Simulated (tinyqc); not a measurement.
# Exponent and activation energy from three stresses

Problem. Oxide breakdown follows t63 = a V^(-n) exp(Ea q/(kB T)). Find n, Ea and the E-model slope gamma = n/E (cm/MV) at the higher voltage, E = V/tox.

Values chosen for this exercise: oxide thickness tox = 5.9 nm.

Constants: q = 1.602176634e-19 C, kB = 1.380649e-23 J/K. Results are converted to the units shown.

t63 at (4.32 V, 398 K), (5.58 V, 398 K) and (5.58 V, 423 K) (s): [2.8227912e6, 98.524814, 18.518564]

Answer. The two voltages give n and the two temperatures Ea.

n = 40.1
Ea = 0.970 eV
gamma = 4.24 cm/MV

Numbers from tinyqc (`OMP_NUM_THREADS=1 python tinyqc.py 2070129 2070130 out.jsonl`; about 0.01 s on one thread of a shared Intel Xeon 2.30GHz).
